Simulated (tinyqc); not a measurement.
Core-level spacing from the offsets.

Problem. For an overlayer B on a substrate A, dEv = (iB - iA) - (cB - vB) + (cA - vA) in binding energies, and dEc + dEv = EgB - EgA. Find dEv and the spacing iB - iA that a thin film must show.

Values chosen for this exercise:

| symbol | value | unit | meaning |
|---|---|---|---|
| EgA | 3.46 | eV | gap of the substrate A |
| EgB | 4.32 | eV | gap of the overlayer B |

dEc = 0.73151850 eV
cA - vA = 97.368482 eV
cB - vB = 94.85 eV

Answer. The gaps give dEv, and the Kraut relation is solved for the spacing.

dEv = 0.12848 eV
iB - iA = -2.3900 eV

tinyqc, about 0.01 s, one thread, Intel Xeon 2.30GHz (shared host): `OMP_NUM_THREADS=1 python tinyqc.py 2410133 2410134 out.jsonl`
